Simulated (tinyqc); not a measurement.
Spin coating of a resist or spin-on film: centrifugal thinning, evaporation and the final thickness (Emslie and Meyerhofer models): one step, computed by the program tinyqc.

A Newtonian film stays uniform over the wafer; solvent and solids have the same density and the concentration is uniform through the thickness.

Problem. Rates. omega = 2 pi f/60; nu(c) = nu_s + k c^gamma; evaporation rate e = e0 sqrt(f/1000 rpm). Flow constant K = 2 omega^2/(3 nu(c0)); Reynolds number of the air omega R^2/nu_air with nu_air = 15 mm^2/s.

Inputs (values chosen for the exercise, of the order of those of a polymer resist in an ester solvent):

| quantity | value | unit |
|---|---|---|
| solids volume fraction c0 | 0.31 | - |
| kinematic viscosity of the solvent nu_s | 1.5 | mm^2/s |
| viscosity constant k | 2300 | mm^2/s |
| viscosity exponent gamma | 2.8 | - |
| spin speed f | 3000 | rpm |
| evaporation rate at 1000 rpm e0 | 0.087 | micrometre/s |
| wafer radius R | 50 | mm |

Give: omega; nu(c0); evaporation rate e; flow constant K; Reynolds number of the air.

Solution.

omega = 314.2 1/s

nu(c0) = 88.10 mm^2/s

evaporation rate e = 0.1507 micrometre/s

flow constant K = 7.468e-04 1/(micrometre^2 s)

Reynolds number of the air = 52360
